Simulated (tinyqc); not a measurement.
Inside a calculation: propagation of a band-gap error through k.p and effective-mass formulas. Values are carried at full precision from step to step, so a last printed digit may differ when a step is redone from the rounded ones.

Chain, for a gap E (the reference Eg or another value), with Ep and Dso kept: 1/me = 1 + Ep (E + 2 Dso/3)/(E (E + Dso)); g* = 2 - 2 Ep Dso/(3 E (E + Dso)); g1(E) = g1 + (Ep/3)(1/E - 1/Eg), g2(E) = g2 + (Ep/6)(1/E - 1/Eg), light hole 1/(g1 + 2 g2), heavy hole 1/(g1 - 2 g2) along [100]; optical constant ei(E) = 1 + (ei - 1)(EP/(EP + E - Eg))^2, static e0(E) = ei(E) + e0 - ei.

Constants: Ry = 13.60569312 eV; a0 (Bohr radius) = 0.5291772105 angstrom; kB = 8.617333262e-05 eV/K; hbar^2/2m0 = 3.80998211 eV angstrom^2.

Parameters, chosen for this exercise (reference values near those of GaAs, gap at low temperature; not measured data):
```
symbol  value  unit        meaning
Eg      1.545  eV          gap at Gamma to the s-like level
Dso     0.344  eV          spin-orbit splitting
Ep      25.6   eV          Kane energy
g1      6.95               Luttinger gamma1
g2      2.06               gamma2
e0      12.72              static dielectric constant
ei      10.69              optical dielectric constant
EP      5.11   eV          mean (Penn) gap
Eg2     0.803  eV          a wrong gap, of the size a semi-local functional can give
mh      0.58   m0          density-of-states mass of the holes
T       300    K           temperature
k       0.05   1/angstrom  wave vector
```

## Masses, g factor and screening for both gaps

Evaluate the chain at Eg and at Eg2.

Band values at the two gaps:
```
quantity       at Eg   at Eg2  ratio
me           0.06037  0.03368  0.558
g*          -0.01162   -4.374      -
g1             6.950    12.05  1.734
g2             2.060    4.612  2.239
light hole   0.09033  0.04700  0.520
heavy hole    0.3534   0.3534  1.000
ei             10.69    14.26  1.334
e0             12.72    16.29  1.281
```

The gap is off by a factor of 0.52; the electron mass follows with 0.56 and the light hole with 0.52, while the heavy hole, which does not couple to the conduction level, keeps its value. The optical constant changes less, by +33 %, as it answers to the mean gap, which shifts by the same -0.74 eV on a base of 5.11 eV. g* moves by -4.36; near zero it is a difference of larger terms, and remote bands, left out here, shift it by tenths.

## Binding energies and densities for both gaps

Donor: R = Ry me/e0^2, a_B = a0 e0/me, Mott density (0.26/a_B)^3. Nc, Nv = 2 (m kT/(4 pi c))^(3/2), c = hbar^2/2m0, ni = sqrt(Nc Nv) exp(-E/2kT). Exciton: Ry mu/e0^2 with 1/mu = 1/me + g1(E). 1 angstrom^-3 = 1e24 cm^-3.

Use the values of the table.

Results:
```
quantity                  at Eg     at Eg2     ratio
R (meV)                   5.077      1.726     0.340
a_B (angstrom)            111.5      256.0      2.30
Mott density (cm^-3)  1.268e+16  1.048e+15    0.0826
Nc (cm^-3)            3.722e+17  1.551e+17     0.417
ni (cm^-3)            2.140e+05  2.359e+11  1.10e+06
exciton (meV)             3.576      1.228     0.343
```

Power laws carry the error on: the donor energy (me/e0^2) by a factor of 0.340, the Mott density (cube of me/e0) by 0.0826. ni, with its exponential, changes by a factor of 1.10e+06, that is 6.0 decades.

## A scissor shift and what it does not mend

A rigid shift D = Eg - Eg2 of the conduction band restores the gap but leaves the curvature, so the mass stays me(Eg2); redoing the sum 1/m = 1 + Ep (E + 2 Dso/3)/(E (E + Dso)) with E = Eg and the same Ep gives another mass. For optics, eps2 at the edge goes as |p|^2/E^2: a rigid shift keeps the dipole elements p/E, while shifting the energies under unchanged p scales eps2 by (Eg2/Eg)^2.

shift D = 0.742 eV
mass under a rigid shift = 0.0337 m0
mass from the sum with the corrected gap = 0.0604 m0
factor on eps2 if p is left unscaled = 0.270

The rigid shift leaves the mass off by a factor of 0.56. The mass from the corrected gap is the reference me(Eg) here, because the exercise keeps Ep fixed; a real correction of the gap depends on k and changes Ep as well.

## Far from the edge the relative error shrinks

Two-level dispersion E(k) = sqrt(E^2/4 + Ep c k^2) - E/2 at k/4, k, 4k for both gaps, c = hbar^2/2m0.

Energies above the edge:
```
k (1/angstrom)  at Eg (eV)  at Eg2 (eV)  ratio
0.01250             0.0098       0.0186  1.893
0.05000             0.1443       0.2349  1.628
0.20000             1.3484       1.6141  1.197
```

The ratio tends to Eg/Eg2 = 1.92 at k = 0 and goes from 1.893 to 1.197: at large k both curves approach the same slope sqrt(Ep c), while their distance in eV grows towards |Eg - Eg2|/2.

## Checks

- Chain at E = Eg against the inputs g1, g2, ei, e0: they agree to 1e-10 or better.

Run: tinyqc, `OMP_NUM_THREADS=1 python tinyqc.py 1880248 1880249 out.jsonl`; Intel(R) Xeon(R) Processor @ 2.30GHz, one thread, shared host; about 0.01 s of CPU time with all checks.
